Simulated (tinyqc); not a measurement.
Four-point probe, van der Pauw, Hall and spreading-resistance readings of a semiconductor layer: one step, computed by the program tinyqc. Command: `OMP_NUM_THREADS=1 python tinyqc.py 3111154 3111155 out.jsonl probe walk`. One thread of a shared host (Intel(R) Xeon(R) Processor @ 2.30GHz), about 0.01 s of CPU time with the checks.

The layer is uniform and ohmic; contacts are points unless a radius is given.

Question. Four-point voltage. Collinear probes with equal spacing on a layer with insulating backing: images at depth 2 m t give V = (rho I/(2 pi s)) G, G = 1 + 4 sum_(m>=1) [1/sqrt(1 + (2 m u)^2) - 1/sqrt(4 + (2 m u)^2)], u = t/s; the sum runs to m = 20000, with the tail 3/(32 u^3 M^2) added to the sum for M = 20000. Limits: thick, rho = 2 pi s V/I; thin on an insulator, rho = (pi/ln 2) t V/I.

Inputs (values chosen for the exercise, modelled on p-type silicon): layer thickness t = 1500 micrometre; probe spacing s = 1.588 mm; current I = 0.04 mA.

Backing of the layer: insulating.

resistivity rho = 0.01089269 ohm cm

Give: t/s; G; voltage V; rho by the thick formula; rho by the thin formula.

Answer.

t/s = 0.9446

G = 1.569

voltage V = 6.851e-04 mV

rho by the thick formula = 0.01709 ohm cm

rho by the thin formula = 0.01164 ohm cm

The thick formula is off by +56.9 % and the thin one by +6.9 %.
